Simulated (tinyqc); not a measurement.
Grain growth, pinning, strength and diffusional creep of a polycrystal or thin film. Inputs raised by 10 %, one at a time. Computed by tinyqc, a small Python program. Command: `OMP_NUM_THREADS=1 python tinyqc.py 3023003 3023004 out.jsonl grain sens`. One thread of a shared host (Intel(R) Xeon(R) Processor @ 2.30GHz), about 0.01 s of CPU time with the checks.

One mean grain size d describes the structure.

Inputs (values chosen for the exercise, modelled on nickel):
```
quantity                                    value        unit
shear modulus G                              79.3         GPa
Burgers vector b                            2.492    angstrom
atomic volume Omega                         10.94  angstrom^3
boundary energy gamma                         0.8       J/m^2
mobility prefactor M0                     0.00035   m^4/(J s)
activation energy of boundary motion Q_m     1.35          eV
anneal temperature T                          458           K
anneal time t                               14000           s
initial grain size d0                          54          nm
particle volume fraction f                0.00049           -
particle radius r                             6.2          nm
film thickness h                              990          nm
surface energy gamma_s                          2       J/m^2
friction stress sigma_0                        25         MPa
Hall-Petch slope k_y                         0.15   MPa m^0.5
lattice diffusion energy Q_l                 2.81          eV
boundary diffusion energy Q_b                1.17          eV
lattice prefactor D0                      7.3e-05       m^2/s
boundary prefactor delta D0b              1.4e-15       m^3/s
applied stress sigma                           97         MPa
service temperature T_c                       701           K
```

Sample: thin film on a substrate.

Constants: k_B = 8.617333262e-05 eV/K; k_B = 1.380649e-23 J/K.

Method:
- M = M0 exp(-Q_m/(k_B T)). The driving pressure is 2 gamma/d. Zener pinning pressure 3 f gamma/(2 r) stops growth at d_Z = 4 r/(3 f). Grooves where boundaries meet the surface have the angle theta = arcsin(gamma/(2 gamma_s)) and are taken to stop growth at d_h = h/(2 theta), a few film thicknesses; the limit is 1/d_lim = 1/d_Z + 1/d_h.
- dd/dt = 2 M gamma (1/d - 1/d_lim) integrates to 2 M gamma t = d_lim (d0 - d) + d_lim^2 ln[(d_lim - d0)/(d_lim - d)]; without pinning d^2 = d0^2 + 4 M gamma t.
- Hall-Petch term k_y/sqrt(d). Orowan term 3.06 x 0.4 G b ln(2 rbar/b)/(pi lambda sqrt(1 - nu)) with nu = 1/3, rbar = sqrt(2/3) r, lambda = rbar (sqrt(pi/f) - 2). Film term (threading dislocation, matched substrate, the geometry of an fcc (111) film taken for all cases): 3.464 G b ln(2 h/b)/(4 pi (1 - nu) h). The terms are added to sigma_0.
- Nabarro-Herring rate = 14 sigma Omega D_l/(k_B T d^2), D_l = D0 exp(-Q_l/(k_B T)); Coble rate = 14 pi sigma Omega delta D_b/(k_B T d^3), delta D_b = delta D0b exp(-Q_b/(k_B T)); they are equal at d_x = pi delta D_b/D_l.

Runs:
```
input moved                                       from        to  limit d_lim (nm)  time to 1 % strain (s)  Orowan term (MPa)  crossover size d_x (micrometre)
base run                                             -         -            2145.7                  1.3902             88.387                       3.7204e+07
activation energy of boundary motion Q_m (eV)     1.35     1.485            2145.7                  0.0830             88.387                       3.7204e+07
anneal time t (s)                                14000     15400            2145.7                  1.5728             88.387                       3.7204e+07
initial grain size d0 (nm)                          54      59.4            2145.7                  1.4420             88.387                       3.7204e+07
particle volume fraction f                     0.00049  0.000539            2118.7                  1.3889             92.817                       3.7204e+07
film thickness h (nm)                              990      1089            2330.6                  1.3981             88.387                       3.7204e+07
boundary diffusion energy Q_b (eV)                1.17     1.287            2145.7                  9.6435             88.387                       5.3633e+06
service temperature T_c (K)                        701     771.1            2145.7                  0.2629             88.387                       3.1529e+06
```

Exponents ln(y'/y) / ln(x'/x):
```
input                                     limit d_lim  time to 1 % strain  Orowan term  crossover size d_x
activation energy of boundary motion Q_m        0.000             -29.574        0.000               0.000
anneal time t                                   0.000               1.295        0.000               0.000
initial grain size d0                           0.000               0.384        0.000               0.000
particle volume fraction f                     -0.133              -0.010        0.513               0.000
film thickness h                                0.867               0.059        0.000               0.000
boundary diffusion energy Q_b                   0.000              20.321        0.000             -20.321
service temperature T_c                         0.000             -17.474        0.000             -25.895
```

Which inputs matter most for each result?

Among the inputs moved here: limit d_lim answers most in size to film thickness h (exponent +0.867), next to particle volume fraction f (-0.133); its exponent is below 0.0005 for activation energy of boundary motion Q_m, anneal time t, initial grain size d0, boundary diffusion energy Q_b, service temperature T_c. Time to 1 % strain answers most in size to activation energy of boundary motion Q_m (exponent -29.574), next to boundary diffusion energy Q_b (+20.321). Orowan term answers most in size to particle volume fraction f (exponent +0.513); its exponent is below 0.0005 for activation energy of boundary motion Q_m, anneal time t, initial grain size d0, film thickness h, boundary diffusion energy Q_b, service temperature T_c. Its exponent +0.513 in particle volume fraction f: the particle spacing goes as f^(-1/2). Crossover size d_x answers most in size to service temperature T_c (exponent -25.895), next to boundary diffusion energy Q_b (-20.321); its exponent is below 0.0005 for activation energy of boundary motion Q_m, anneal time t, initial grain size d0, particle volume fraction f, film thickness h.

Caution (all rows): the grains are smaller than the film is thick, so they are not columnar, and the groove drag and film term are overstated. Caution (rows base run, activation energy of boundary motion Q_m, anneal time t, initial grain size d0, particle volume fraction f, film thickness h, boundary diffusion energy Q_b): sigma Omega is not small against k_B T, as the linear creep laws assume. Caution (all rows): T_c is above the anneal temperature, so the grains would go on growing in service.
